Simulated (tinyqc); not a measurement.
Worked calculation: lattice vibrations of a chain. One step of it, computed by the program tinyqc.

Task: Dynamical matrix at q = 0.39. q is in units of 2 pi/a. A spring k from atom i to atom j, n cells on, adds k to Phi_ii and Phi_jj, -k exp(2 pi i q n) to Phi_ij and the conjugate to Phi_ji (for one atom a cell: 2k (1 - cos 2 pi q n)); D_ij = Phi_ij / sqrt(m_i m_j).

A chain moving along its axis:
```
atom   mass (u)  spring to the next atom (eV/angstrom^2)
1     77.100000                                10.800000
2     25.400000                                27.400000
3     19.400000                                 3.800000
4     29.500000                                24.700000
```

Give: D(q).

Result:

D(q) (eV/(angstrom^2 u)):
```
                1        2        3               4
1          0.4604  -0.2441   0.0000  0.3991+0.3301i
2         -0.2441   1.5039  -1.2343          0.0000
3          0.0000  -1.2343   1.6082         -0.1588
4  0.3991-0.3301i   0.0000  -0.1588          0.9661
```
